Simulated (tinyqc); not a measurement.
RKS/BP86 in the sto-3g basis, for H3-, spin multiplicity 1, step by step. The basis has no diffuse functions, so it cannot describe the extra electron: this is an exercise in the method, not the real anion. One step of it, computed by the program tinyqc.

Question. Orthogonalisation. S = U s U^T; symmetric (Loewdin) form X = U s^(-1/2) U^T, so that X^T S X = 1.

overlap S:
```
          1H 1s     2H 1s     3H 1s
1H 1s  1.000000  0.416436  0.416436
2H 1s  0.416436  1.000000  0.073173
3H 1s  0.416436  0.073173  1.000000
```

Give: eigenvalues of S; X.

Answer.

eigenvalues of S: 0.447  0.927  1.627

X:
```
        1H 1s   2H 1s   3H 1s
1H 1s   1.162  -0.251  -0.251
2H 1s  -0.251   1.078   0.040
3H 1s  -0.251   0.040   1.078
```
